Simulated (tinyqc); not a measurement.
Longitudinal sound in a periodic multilayer: transfer matrices, stop bands and folded phonons: one step, computed by the program tinyqc. Command: `OMP_NUM_THREADS=1 python tinyqc.py 3016773 3016774 out.jsonl multilayer walk`. One thread of a shared host (Intel(R) Xeon(R) Processor @ 2.30GHz), about 0.01 s of CPU time with the checks.

Layers 1 and 2 repeat with period d = d_1 + d_2; waves travel normal to the layers, without loss. State vector (u, s): displacement u and stress divided by omega. Impedances Z = rho v are in 1e6 kg/(m^2 s).

Question. Transmission through N periods. A layer maps (u, s) by [[cos p, sin p/Z], [-Z sin p, cos p]], p = 2 pi f d_i/v_i; one period is M = M_2 M_1, and cos(q d) = trace(M)/2. For N periods A = M^N. A wave comes from a thick layer of material 1 and leaves into the substrate (Z_s): transmitted power T = 4 Z_1 Z_s/|Z_1 A_22 + Z_s A_11 - i (Z_1 Z_s A_12 - A_21)|^2, reflected power R = 1 - T.

Inputs (values chosen for the exercise, modelled on silica (layer 1), platinum (layer 2) and gallium arsenide (substrate)): velocity v_1 = 6010 m/s; thickness d_1 = 774 nm; velocity v_2 = 4130 m/s; thickness d_2 = 529 nm; periods N = 3; frequency f = 1.67 GHz.

M:
```
[[-0.09201749, 0.01906256],
 [-21.72453, -6.366996]]
```

Z_2 = 88.795

Z_1 = 13.1619

Z of the substrate = 25.8534

Give: A = M^N; transmitted power T; T in decibel.

Answer.

A = M^N:
```
[[2.712, 0.7762],
 [-884.6, -252.8]]
```

transmitted power T = 1.141e-04

T in decibel = -39.43 dB
